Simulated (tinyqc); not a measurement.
Random telegraph noise from one oxide trap in a small MOSFET: two steps of the calculation.

An acceptor-like trap exchanges electrons with the channel. Inversion charge Q = Cox u, u = n Vt W0(exp((Vg - VT)/(n Vt))), W0 the Lambert function, n = nf, Cox = eps0 eox/tox; linear regime Id = (W/L) mu Q Vd. Relative to threshold the surface potential rises by Vt ln(u/u0) and the oxide voltage by the rest of Vg - VT, with u0 = n Vt W0(1).

Parameters, values chosen for the exercise; values of the order met in silicon transistors: temperature T = 350 K; relative permittivity of the gate insulator (close to hafnium oxide) eox = 22; insulator thickness tox = 3.6 nm; depth of the trap from the channel interface xt = 1.2 nm; trap level above the channel Fermi level at threshold E0 = 0.15 eV; capture prefactor s0 = 1e-15 cm^2; capture barrier (lattice relaxation) EB = 0.21 eV; tunnelling decay length lt = 0.15 nm; thermal velocity vth = 2.3e7 cm/s; thickness of the inversion layer zi = 1.8 nm; threshold voltage VT = 0.4 V; body factor nf = 1.08; gate voltage Vg = 0.66 V.

Constants: q = 1.602176634e-19 C, kB = 1.380649e-23 J/K, Vt = kB T/q, eps0 = 8.8541878128e-14 F/cm where lengths are in cm. Results are converted to the units shown.

Question 1. Trap level, time constants and occupancy. N = Cox u/q; dpsi = Vt ln(u/u0); E = E0 - dpsi - (xt/tox)(Vg - VT - dpsi); capture time tc = 1/[(N/zi) vth s0 exp(-xt/lt - EB/Vt)]; emission time te = tc exp(-E/Vt); occupancy te/(tc + te).

Wanted: u; N; dpsi; E; tc; te; occupancy.

Answer 1.

u = 0.2008 V
N = 6.780e12 cm^-2
dpsi = 0.07196 V
E = 0.01536 eV
tc = 3.635e-6 s
te = 2.184e-6 s
occupancy = 0.3753

The trap lies 0.51 Vt above the Fermi level, so it is empty most of the time.

Question 2. Lorentzian spectrum. Spectrum S(f) = 4 dI^2/{(tc + te)[(1/tc + 1/te)^2 + (2 pi f)^2]}; corner fc = (1/tc + 1/te)/(2 pi); variance dI^2 tc te/(tc + te)^2. Give S at f = 0, at fc and at 10 fc.

tc = 3.6352060e-6 s
te = 2.1843259e-6 s
dI = 3.1910020 nA

Wanted: fc; S(0); S(fc); S(10 fc); rms current.

Answer 2.

fc = 1.166e5 Hz
S(0) = 1.303e-23 A^2/Hz
S(fc) = 6.515e-24 A^2/Hz
S(10 fc) = 1.290e-25 A^2/Hz
rms current = 1.545 nA

The rms value is 0.484 of the step; it reaches its largest share, 1/2, when tc = te.

Range of the model: VT is taken as given; short-channel effects and the uneven flow of current among few electrons are left out.

tinyqc, about 0.01 s, one thread, Intel Xeon 2.30GHz (shared host): `OMP_NUM_THREADS=1 python tinyqc.py 2710004 2710005 out.jsonl`
